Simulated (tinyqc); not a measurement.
Worked calculation: UHF in the sto-3g basis, for BeH, spin multiplicity 2. This run ends on a higher stationary point, not on the lowest solution. Computed by tinyqc, a small Python program that keeps every step (integrals from PySCF). Settings: charge = 0, multiplicity = 2, basis = sto-3g, energy threshold = 1e-10, iteration cap = 76, orthogonalisation = symmetric, start = core, DIIS depth = 0, method = UHF. Command: `OMP_NUM_THREADS=1 python tinyqc.py 25575 25576 out.jsonl` (the two numbers bound the seeds that draw the settings). One thread of a shared host (Intel(R) Xeon(R) Processor @ 2.60GHz), about 0.1 s of CPU time with the checks. Later iterations appear only in the table of the cycle.

## One-electron integrals

Geometry (angstrom):
```
atom,x,y,z
Be,0.000000,0.000000,0.000000
H,0.000000,0.000000,1.852000
```

Basis sto-3g: exponents (1/bohr^2) and contraction coefficients of normalised primitives:
```
element,l (shell),exponent,coefficient
Be,s (1),30.167871,0.154329
Be,s (1),5.495115,0.535328
Be,s (1),1.487193,0.444635
Be,s (2),1.314833,-0.099967
Be,s (2),0.305539,0.399513
Be,s (2),0.099371,0.700115
Be,p (3),1.314833,0.155916
Be,p (3),0.305539,0.607684
Be,p (3),0.099371,0.391957
H,s (1),3.425251,0.154329
H,s (1),0.623914,0.535328
H,s (1),0.168855,0.444635
```

Overlap, kinetic and nuclear-attraction integrals over the contracted functions; the nuclear repulsion is the sum of Za Zb / Rab.

nuclear repulsion = 1.14293134 hartree

overlap S, lower triangle:
```
,1Be 1s,1Be 2s,1Be 2px,1Be 2py,1Be 2pz,2H 1s
1Be 1s,1.000000
1Be 2s,0.259517,1.000000
1Be 2px,0.000000,0.000000,1.000000
1Be 2py,0.000000,0.000000,0.000000,1.000000
1Be 2pz,0.000000,0.000000,0.000000,0.000000,1.000000
2H 1s,0.022482,0.275241,0.000000,0.000000,0.359218,1.000000
```

kinetic energy T (hartree), lower triangle:
```
,1Be 1s,1Be 2s,1Be 2px,1Be 2py,1Be 2pz,2H 1s
1Be 1s,6.693975
1Be 2s,-0.033012,0.211111
1Be 2px,0.000000,0.000000,0.660592
1Be 2py,0.000000,0.000000,0.000000,0.660592
1Be 2pz,0.000000,0.000000,0.000000,0.000000,0.660592
2H 1s,-0.006878,0.014155,0.000000,0.000000,0.064248,0.760032
```

nuclear attraction V (hartree), lower triangle:
```
,1Be 1s,1Be 2s,1Be 2px,1Be 2py,1Be 2pz,2H 1s
1Be 1s,-14.846825
1Be 2s,-1.973398,-2.594956
1Be 2px,0.000000,0.000000,-2.554420
1Be 2py,0.000000,0.000000,0.000000,-2.554420
1Be 2pz,-0.009423,-0.095047,0.000000,0.000000,-2.619905
2H 1s,-0.170147,-0.629709,0.000000,0.000000,-0.801169,-2.368632
```

core Hamiltonian H = T + V (hartree), lower triangle:
```
,1Be 1s,1Be 2s,1Be 2px,1Be 2py,1Be 2pz,2H 1s
1Be 1s,-8.152850
1Be 2s,-2.006411,-2.383845
1Be 2px,0.000000,0.000000,-1.893828
1Be 2py,0.000000,0.000000,0.000000,-1.893828
1Be 2pz,-0.009423,-0.095047,0.000000,0.000000,-1.959313
2H 1s,-0.177025,-0.615554,0.000000,0.000000,-0.736921,-1.608600
```

## Two-electron integrals

Functions are numbered as in S; the eight-fold symmetry (ij|kl) = (ji|kl) = (kl|ij) leaves the list below.

Two-electron integrals (ij|kl) in chemists' order, unique and non-zero (hartree):
```
i,j,k,l,(ij|kl)
1,1,1,1,2.298831
2,1,1,1,0.392036
2,1,2,1,0.079539
2,2,1,1,0.570988
2,2,2,1,0.143041
2,2,2,2,0.417683
3,1,3,1,0.014607
3,2,3,1,0.021888
3,2,3,2,0.092265
3,3,1,1,0.569578
3,3,2,1,0.143083
3,3,2,2,0.417589
3,3,3,3,0.449859
4,1,4,1,0.014607
4,2,4,1,0.021888
4,2,4,2,0.092265
4,3,4,3,0.024249
4,4,1,1,0.569578
4,4,2,1,0.143083
4,4,2,2,0.417589
4,4,3,3,0.401360
4,4,4,4,0.449859
5,1,5,1,0.014607
5,2,5,1,0.021888
5,2,5,2,0.092265
5,3,5,3,0.024249
5,4,5,4,0.024249
5,5,1,1,0.569578
5,5,2,1,0.143083
5,5,2,2,0.417589
5,5,3,3,0.401360
5,5,4,4,0.401360
5,5,5,5,0.449859
6,1,1,1,0.033468
6,1,2,1,0.006789
6,1,2,2,0.012328
6,1,3,3,0.012249
6,1,4,4,0.012249
6,1,5,1,0.000616
6,1,5,2,0.001162
6,1,5,5,0.012491
6,1,6,1,0.000609
6,2,1,1,0.111206
6,2,2,1,0.028427
6,2,2,2,0.094721
6,2,3,3,0.090816
6,2,4,4,0.090816
6,2,5,1,0.003631
6,2,5,2,0.025159
6,2,5,5,0.102435
6,2,6,1,0.002689
6,2,6,2,0.037169
6,3,3,1,0.002166
6,3,3,2,0.011085
6,3,5,3,0.003988
6,3,6,3,0.002726
6,4,4,1,0.002166
6,4,4,2,0.011085
6,4,5,4,0.003988
6,4,6,4,0.002726
6,5,1,1,0.131927
6,5,2,1,0.034039
6,5,2,2,0.118164
6,5,3,3,0.111384
6,5,4,4,0.111384
6,5,5,1,0.005705
6,5,5,2,0.038489
6,5,5,5,0.131593
6,5,6,1,0.003313
6,5,6,2,0.051766
6,5,6,5,0.073324
6,6,1,1,0.285445
6,6,2,1,0.074030
6,6,2,2,0.276975
6,6,3,3,0.258861
6,6,4,4,0.258861
6,6,5,1,0.009290
6,6,5,2,0.087476
6,6,5,5,0.312806
6,6,6,1,0.007043
6,6,6,2,0.148078
6,6,6,5,0.215769
6,6,6,6,0.774606
```

## Orthogonalisation

S = U s U^T; symmetric (Loewdin) form X = U s^(-1/2) U^T, so that X^T S X = 1.

eigenvalues of S: 0.522754  0.799635  1.000000  1.000000  1.184191  1.493420

X, lower triangle:
```
,1Be 1s,1Be 2s,1Be 2px,1Be 2py,1Be 2pz,2H 1s
1Be 1s,1.027368
1Be 2s,-0.140612,1.062504
1Be 2px,0.000000,0.000000,1.000000
1Be 2py,0.000000,0.000000,0.000000,1.000000
1Be 2pz,-0.006385,0.045335,0.000000,0.000000,1.057206
2H 1s,0.019772,-0.163529,0.000000,0.000000,-0.207402,1.091543
```

## Starting guess

The start is the orbitals of the core Hamiltonian; D(s) = C_occ C_occ^T for each spin.

D(alpha) at the start, lower triangle:
```
,1Be 1s,1Be 2s,1Be 2px,1Be 2py,1Be 2pz,2H 1s
1Be 1s,1.052021
1Be 2s,-0.193648,0.714996
1Be 2px,0.000000,0.000000,0.146687
1Be 2py,0.000000,0.000000,-0.353793,0.853313
1Be 2pz,-0.119366,0.491357,0.000000,0.000000,0.337857
2H 1s,0.005266,-0.004487,0.000000,0.000000,-0.003028,0.000045
```

D(beta) at the start, lower triangle:
```
,1Be 1s,1Be 2s,1Be 2px,1Be 2py,1Be 2pz,2H 1s
1Be 1s,1.052021
1Be 2s,-0.193648,0.714996
1Be 2px,0.000000,0.000000,0.000000
1Be 2py,0.000000,0.000000,0.000000,0.000000
1Be 2pz,-0.119366,0.491357,0.000000,0.000000,0.337857
2H 1s,0.005266,-0.004487,0.000000,0.000000,-0.003028,0.000045
```

## Iteration 1: building the Fock matrix

J_ij = sum D_kl (ij|kl) with D = D(alpha) + D(beta), K_ij = sum D_kl (ik|jl) for each spin; F = H + J - K(s); E = tr D H + tr D J / 2 - 0.5 sum_s tr D(s) K(s) + E_nn.

Coulomb J (hartree), lower triangle:
```
,1Be 1s,1Be 2s,1Be 2px,1Be 2py,1Be 2pz,2H 1s
1Be 1s,6.301262
1Be 2s,1.206791,2.384781
1Be 2px,0.000000,0.000000,2.361716
1Be 2py,0.000000,0.000000,-0.017159,2.395987
1Be 2pz,0.035925,0.170004,0.000000,0.000000,2.386930
2H 1s,0.105391,0.553936,0.000000,0.000000,0.691684,1.571985
```

exchange K(alpha) (hartree), lower triangle:
```
,1Be 1s,1Be 2s,1Be 2px,1Be 2py,1Be 2pz,2H 1s
1Be 1s,2.343283
1Be 2s,0.418438,0.449655
1Be 2px,0.000000,0.000000,0.167631
1Be 2py,0.000000,0.000000,-0.150578,0.468378
1Be 2pz,0.011813,0.229960,0.000000,0.000000,0.248017
2H 1s,0.040590,0.155864,0.000000,0.000000,0.131510,0.101227
```

exchange K(beta) (hartree), lower triangle:
```
,1Be 1s,1Be 2s,1Be 2px,1Be 2py,1Be 2pz,2H 1s
1Be 1s,2.328676
1Be 2s,0.396550,0.357390
1Be 2px,0.000000,0.000000,0.080951
1Be 2py,0.000000,0.000000,0.000000,0.080951
1Be 2pz,0.011813,0.229960,0.000000,0.000000,0.223767
2H 1s,0.038424,0.144779,0.000000,0.000000,0.127522,0.098500
```

F(alpha) (hartree), lower triangle:
```
,1Be 1s,1Be 2s,1Be 2px,1Be 2py,1Be 2pz,2H 1s
1Be 1s,-4.194870
1Be 2s,-1.218057,-0.448719
1Be 2px,0.000000,0.000000,0.300257
1Be 2py,0.000000,0.000000,0.133419,0.033781
1Be 2pz,0.014689,-0.155003,0.000000,0.000000,0.179600
2H 1s,-0.112224,-0.217481,0.000000,0.000000,-0.176747,-0.137841
```

F(beta) (hartree), lower triangle:
```
,1Be 1s,1Be 2s,1Be 2px,1Be 2py,1Be 2pz,2H 1s
1Be 1s,-4.180264
1Be 2s,-1.196169,-0.356454
1Be 2px,0.000000,0.000000,0.386938
1Be 2py,0.000000,0.000000,-0.017159,0.421208
1Be 2pz,0.014689,-0.155003,0.000000,0.000000,0.203850
2H 1s,-0.110058,-0.206396,0.000000,0.000000,-0.172759,-0.135115
```

total energy of this density = -14.37917015 hartree

## Iteration 1: diagonalisation and new density

Diagonalise F' = X^T F X, C = X C', fill 3 alpha and 2 beta electrons from the bottom; D(s) = C_occ C_occ^T. Each column has its largest component positive (the first on a tie).

F' = X^T F X (alpha) (hartree), lower triangle:
```
,1,2,3,4,5,6
1,-4.088392
2,-0.668276,-0.170950
3,0.000000,0.000000,0.300257
4,0.000000,0.000000,0.133419,0.033781
5,0.024407,-0.103672,0.000000,0.000000,0.260665
6,0.012092,-0.160503,0.000000,0.000000,-0.206564,-0.020082
```

orbital energies (alpha) (hartree): MO1 -4.199315, MO2 -0.289507, MO3 -0.021537, MO4 0.098992, MO5 0.355574, MO6 0.371071

coefficients C (alpha):
```
,MO1,MO2,MO3,MO4,MO5,MO6
1Be 1s,0.990544,-0.187739,0.000000,-0.243405,0.000000,0.004356
1Be 2s,0.034656,0.594587,0.000000,0.905224,0.000000,0.057593
1Be 2px,0.000000,0.000000,-0.382997,0.000000,0.923750,0.000000
1Be 2py,0.000000,0.000000,0.923750,0.000000,0.382997,0.000000
1Be 2pz,-0.001091,0.287191,0.000000,-0.109740,0.000000,1.033573
2H 1s,-0.003304,0.547116,0.000000,-0.719398,0.000000,-0.666883
```

F' = X^T F X (beta) (hartree), lower triangle:
```
,1,2,3,4,5,6
1,-4.077447
2,-0.659736,-0.076731
3,0.000000,0.000000,0.386938
4,0.000000,0.000000,-0.017159,0.421208
5,0.024547,-0.101434,0.000000,0.000000,0.286111
6,0.011512,-0.163180,0.000000,0.000000,-0.207467,-0.019129
```

orbital energies (beta) (hartree): MO1 -4.183496, MO2 -0.254645, MO3 0.158579, MO4 0.379824, MO5 0.392366, MO6 0.428322

coefficients C (beta):
```
,MO1,MO2,MO3,MO4,MO5,MO6
1Be 1s,0.992102,-0.159408,-0.256780,0.000000,0.008641,0.000000
1Be 2s,0.029161,0.499790,0.961884,0.000000,0.040258,0.000000
1Be 2px,0.000000,0.000000,0.000000,0.923750,0.000000,-0.382997
1Be 2py,0.000000,0.000000,0.000000,0.382997,0.000000,0.923750
1Be 2pz,-0.001573,0.284781,-0.055293,0.000000,1.038574,0.000000
2H 1s,-0.002368,0.624465,-0.676332,0.000000,-0.643604,0.000000
```

D(alpha) after iteration 1, lower triangle:
```
,1Be 1s,1Be 2s,1Be 2px,1Be 2py,1Be 2pz,2H 1s
1Be 1s,1.016423
1Be 2s,-0.077299,0.354735
1Be 2px,0.000000,0.000000,0.146687
1Be 2py,0.000000,0.000000,-0.353793,0.853313
1Be 2pz,-0.054998,0.170722,0.000000,0.000000,0.082480
2H 1s,-0.105988,0.325194,0.000000,0.000000,0.157131,0.299347
```

D(beta) after iteration 1, lower triangle:
```
,1Be 1s,1Be 2s,1Be 2px,1Be 2py,1Be 2pz,2H 1s
1Be 1s,1.009677
1Be 2s,-0.050739,0.250640
1Be 2px,0.000000,0.000000,0.000000
1Be 2py,0.000000,0.000000,0.000000,0.000000
1Be 2pz,-0.046957,0.142285,0.000000,0.000000,0.081103
2H 1s,-0.101894,0.312032,0.000000,0.000000,0.177840,0.389963
```

## Iteration 2: building the Fock matrix

As before.

Coulomb J (hartree), lower triangle:
```
,1Be 1s,1Be 2s,1Be 2px,1Be 2py,1Be 2pz,2H 1s
1Be 1s,5.978638
1Be 2s,1.134259,2.244680
1Be 2px,0.000000,0.000000,2.208014
1Be 2py,0.000000,0.000000,-0.017159,2.242284
1Be 2pz,0.025321,0.170961,0.000000,0.000000,2.274265
2H 1s,0.098675,0.580962,0.000000,0.000000,0.748405,1.954240
```

exchange K(alpha) (hartree), lower triangle:
```
,1Be 1s,1Be 2s,1Be 2px,1Be 2py,1Be 2pz,2H 1s
1Be 1s,2.317699
1Be 2s,0.424930,0.381385
1Be 2px,0.000000,0.000000,0.141693
1Be 2py,0.000000,0.000000,-0.150578,0.442440
1Be 2pz,-0.002715,0.158225,0.000000,0.000000,0.192673
2H 1s,0.035477,0.234375,0.000000,0.000000,0.216288,0.433972
```

exchange K(beta) (hartree), lower triangle:
```
,1Be 1s,1Be 2s,1Be 2px,1Be 2py,1Be 2pz,2H 1s
1Be 1s,2.300286
1Be 2s,0.403044,0.254726
1Be 2px,0.000000,0.000000,0.046577
1Be 2py,0.000000,0.000000,0.000000,0.046577
1Be 2pz,-0.001953,0.150929,0.000000,0.000000,0.170392
2H 1s,0.034308,0.223102,0.000000,0.000000,0.231529,0.499811
```

F(alpha) (hartree), lower triangle:
```
,1Be 1s,1Be 2s,1Be 2px,1Be 2py,1Be 2pz,2H 1s
1Be 1s,-4.491911
1Be 2s,-1.297081,-0.520550
1Be 2px,0.000000,0.000000,0.172493
1Be 2py,0.000000,0.000000,0.133419,-0.093984
1Be 2pz,0.018612,-0.082311,0.000000,0.000000,0.122279
2H 1s,-0.113827,-0.268967,0.000000,0.000000,-0.204804,-0.088331
```

F(beta) (hartree), lower triangle:
```
,1Be 1s,1Be 2s,1Be 2px,1Be 2py,1Be 2pz,2H 1s
1Be 1s,-4.474498
1Be 2s,-1.275196,-0.393891
1Be 2px,0.000000,0.000000,0.267609
1Be 2py,0.000000,0.000000,-0.017159,0.301879
1Be 2pz,0.017850,-0.075016,0.000000,0.000000,0.144560
2H 1s,-0.112657,-0.257694,0.000000,0.000000,-0.220045,-0.154170
```

total energy of this density = -14.74136446 hartree

## Iteration 2: diagonalisation and new density

As before.

F' = X^T F X (alpha) (hartree), lower triangle:
```
,1,2,3,4,5,6
1,-4.380178
2,-0.705418,-0.207909
3,0.000000,0.000000,0.172493
4,0.000000,0.000000,0.133419,-0.093984
5,0.014851,-0.009415,0.000000,0.000000,0.218796
6,0.026836,-0.238588,0.000000,0.000000,-0.255810,0.070829
```

orbital energies (alpha) (hartree): MO1 -4.496284, MO2 -0.317830, MO3 -0.149301, MO4 0.066048, MO5 0.227810, MO6 0.449604

coefficients C (alpha):
```
,MO1,MO2,MO3,MO4,MO5,MO6
1Be 1s,0.990940,-0.203186,0.000000,-0.207273,0.000000,0.097358
1Be 2s,0.033319,0.656364,0.000000,0.748069,0.000000,-0.431221
1Be 2px,0.000000,0.000000,-0.382997,0.000000,0.923750,0.000000
1Be 2py,0.000000,0.000000,0.923750,0.000000,0.382997,0.000000
1Be 2pz,-0.002259,0.238158,0.000000,-0.550445,0.000000,-0.896148
2H 1s,-0.003734,0.518653,0.000000,-0.421757,0.000000,0.902618
```

F' = X^T F X (beta) (hartree), lower triangle:
```
,1,2,3,4,5,6
1,-4.365631
2,-0.702193,-0.075756
3,0.000000,0.000000,0.267609
4,0.000000,0.000000,-0.017159,0.301879
5,0.012924,0.003817,0.000000,0.000000,0.248300
6,0.025070,-0.237902,0.000000,0.000000,-0.265352,0.000023
```

orbital energies (beta) (hartree): MO1 -4.477715, MO2 -0.298216, MO3 0.119417, MO4 0.260495, MO5 0.308994, MO6 0.463450

coefficients C (beta):
```
,MO1,MO2,MO3,MO4,MO5,MO6
1Be 1s,0.992410,-0.150709,-0.235038,0.000000,0.000000,-0.113377
1Be 2s,0.028111,0.470643,0.846699,0.000000,0.000000,0.488148
1Be 2px,0.000000,0.000000,0.000000,0.923750,-0.382997,0.000000
1Be 2py,0.000000,0.000000,0.000000,0.382997,0.923750,0.000000
1Be 2pz,-0.002545,0.254816,-0.513507,0.000000,0.000000,0.913328
2H 1s,-0.002768,0.662684,-0.306617,0.000000,0.000000,-0.853488
```

D(alpha) after iteration 2, lower triangle:
```
,1Be 1s,1Be 2s,1Be 2px,1Be 2py,1Be 2pz,2H 1s
1Be 1s,1.023247
1Be 2s,-0.100347,0.431923
1Be 2px,0.000000,0.000000,0.146687
1Be 2py,0.000000,0.000000,-0.353793,0.853313
1Be 2pz,-0.050629,0.156243,0.000000,0.000000,0.056725
2H 1s,-0.109084,0.340301,0.000000,0.000000,0.123530,0.269015
```

D(beta) after iteration 2, lower triangle:
```
,1Be 1s,1Be 2s,1Be 2px,1Be 2py,1Be 2pz,2H 1s
1Be 1s,1.007590
1Be 2s,-0.043033,0.222295
1Be 2px,0.000000,0.000000,0.000000
1Be 2py,0.000000,0.000000,0.000000,0.000000
1Be 2pz,-0.040929,0.119856,0.000000,0.000000,0.064938
2H 1s,-0.102620,0.311810,0.000000,0.000000,0.168870,0.439158
```

## Iteration 33 (converged): orbitals

converged F(alpha) (hartree), lower triangle:
```
,1Be 1s,1Be 2s,1Be 2px,1Be 2py,1Be 2pz,2H 1s
1Be 1s,-4.490032
1Be 2s,-1.283538,-0.659310
1Be 2px,0.000000,0.000000,0.144720
1Be 2py,0.000000,0.000000,0.133419,-0.121756
1Be 2pz,0.005724,-0.035679,0.000000,0.000000,0.176997
2H 1s,-0.112269,-0.214788,0.000000,0.000000,-0.089419,0.147339
```

converged F(beta) (hartree), lower triangle:
```
,1Be 1s,1Be 2s,1Be 2px,1Be 2py,1Be 2pz,2H 1s
1Be 1s,-4.437382
1Be 2s,-1.272375,-0.290744
1Be 2px,0.000000,0.000000,0.300995
1Be 2py,0.000000,0.000000,-0.017159,0.335265
1Be 2pz,0.005270,-0.072729,0.000000,0.000000,0.179557
2H 1s,-0.113734,-0.243712,0.000000,0.000000,-0.266749,-0.435819
```

As before.

F' = X^T F X (alpha) (hartree), lower triangle:
```
,1,2,3,4,5,6
1,-4.384771
2,-0.669569,-0.377962
3,0.000000,0.000000,0.144720
4,0.000000,0.000000,0.133419,-0.121756
5,-0.002053,0.015409,0.000000,0.000000,0.242827
6,0.022666,-0.193816,0.000000,0.000000,-0.186275,0.281929
```

orbital energies (alpha) (hartree): MO1 -4.493716, MO2 -0.334312, MO3 -0.177073, MO4 0.106776, MO5 0.200038, MO6 0.483275

coefficients C (alpha):
```
,MO1,MO2,MO3,MO4,MO5,MO6
1Be 1s,0.991467,-0.281362,0.000000,0.082678,0.000000,0.081740
1Be 2s,0.031613,0.961526,0.000000,-0.329178,0.000000,-0.378936
1Be 2px,0.000000,0.000000,-0.382997,0.000000,0.923750,0.000000
1Be 2py,0.000000,0.000000,0.923750,0.000000,0.382997,0.000000
1Be 2pz,0.000577,0.059441,0.000000,0.708888,0.000000,-0.810395
2H 1s,-0.004750,0.180113,0.000000,0.485200,0.000000,0.996860
```

F' = X^T F X (beta) (hartree), lower triangle:
```
,1,2,3,4,5,6
1,-4.325281
2,-0.718848,0.029283
3,0.000000,0.000000,0.300995
4,0.000000,0.000000,-0.017159,0.335265
5,-0.001317,0.010650,0.000000,0.000000,0.296116
6,0.021551,-0.193893,0.000000,0.000000,-0.265450,-0.314925
```

orbital energies (beta) (hartree): MO1 -4.440901, MO2 -0.466962, MO3 0.171983, MO4 0.293880, MO5 0.342379, MO6 0.421073

coefficients C (beta):
```
,MO1,MO2,MO3,MO4,MO5,MO6
1Be 1s,0.992024,-0.071747,-0.273972,0.000000,0.000000,-0.106620
1Be 2s,0.029595,0.169352,0.977921,0.000000,0.000000,0.437718
1Be 2px,0.000000,0.000000,0.000000,0.923750,-0.382997,0.000000
1Be 2py,0.000000,0.000000,0.000000,0.382997,0.923750,0.000000
1Be 2pz,0.000469,0.154211,-0.344919,0.000000,0.000000,1.009973
2H 1s,-0.003945,0.878777,-0.228837,0.000000,0.000000,-0.661047
```

D(alpha) after iteration 33, lower triangle:
```
,1Be 1s,1Be 2s,1Be 2px,1Be 2py,1Be 2pz,2H 1s
1Be 1s,1.062171
1Be 2s,-0.239194,0.925531
1Be 2px,0.000000,0.000000,0.146687
1Be 2py,0.000000,0.000000,-0.353793,0.853313
1Be 2pz,-0.016152,0.057173,0.000000,0.000000,0.003534
2H 1s,-0.055386,0.173033,0.000000,0.000000,0.010703,0.032463
```

D(beta) after iteration 33, lower triangle:
```
,1Be 1s,1Be 2s,1Be 2px,1Be 2py,1Be 2pz,2H 1s
1Be 1s,0.989259
1Be 2s,0.017208,0.029556
1Be 2px,0.000000,0.000000,0.000000
1Be 2py,0.000000,0.000000,0.000000,0.000000
1Be 2pz,-0.010599,0.026130,0.000000,0.000000,0.023781
2H 1s,-0.066963,0.148706,0.000000,0.000000,0.135515,0.772264
```

## Convergence

Stop when the energy changes by less than 1e-10 hartree and every element of the error matrix X^T (F D S - S D F) X (for each spin) is below 3e-06.

Course of the cycle:
```
iteration,E (hartree),change,largest element of the error matrix
1,-14.37917015,-,1.77e-01
2,-14.74136446,-3.62e-01,2.21e-02
3,-14.74857659,-7.21e-03,2.58e-02
4,-14.75497014,-6.39e-03,2.71e-02
5,-14.76147910,-6.51e-03,2.74e-02
6,-14.76766741,-6.19e-03,2.59e-02
7,-14.77283077,-5.16e-03,2.27e-02
8,-14.77657162,-3.74e-03,1.84e-02
9,-14.77895536,-2.38e-03,1.41e-02
10,-14.78032479,-1.37e-03,1.02e-02
11,-14.78105402,-7.29e-04,7.19e-03
12,-14.78142297,-3.69e-04,4.95e-03
13,-14.78160373,-1.81e-04,3.36e-03
14,-14.78169062,-8.69e-05,2.26e-03
...,...,...,...
20,-14.78176801,-9.57e-07,2.12e-04
21,-14.78176846,-4.49e-07,1.44e-04
22,-14.78176868,-2.11e-07,9.96e-05
23,-14.78176877,-9.91e-08,6.89e-05
24,-14.78176882,-4.65e-08,4.75e-05
25,-14.78176884,-2.18e-08,3.28e-05
26,-14.78176885,-1.03e-08,2.26e-05
27,-14.78176886,-4.81e-09,1.55e-05
28,-14.78176886,-2.26e-09,1.07e-05
29,-14.78176886,-1.06e-09,7.31e-06
30,-14.78176886,-4.98e-10,5.02e-06
31,-14.78176886,-2.34e-10,3.44e-06
32,-14.78176886,-1.10e-10,2.36e-06
33,-14.78176886,-5.14e-11,1.62e-06
```

PySCF UHF in the same basis, after a stability check = -14.87161229 hartree

Converged in 33 iterations. But the solution lies 0.08984 hartree above the reference: it is another stationary point, not the lowest one. Reruns (cap 100 unless said): DIIS 8: not converged; damping 0.5: converged in 67 to a higher stationary point; level shift 0.5: converged in 70 to a higher stationary point; atomic densities as start, DIIS 8: converged in 12.

## Populations, bond orders and dipole

Mulliken: Z minus the diagonal of D S on the atom; Loewdin: the same with S^(1/2) D S^(1/2); Mayer order: 2 sum_s sum (D(s) S)_ij (D(s) S)_ji over the two atoms.

Charges (e):
```
atom,Mulliken,Loewdin,Mulliken spin
1Be,-0.056943,-0.073557,1.777679
2H,0.056943,0.073557,-0.777679
```

Mayer bond orders:
```
pair,order
2-1,0.391973
```

dipole moment about the origin, x y z (debye): 0.000000  0.000000  -0.558999

<S^2> of the determinant (pure state: 0.75) = 1.408879
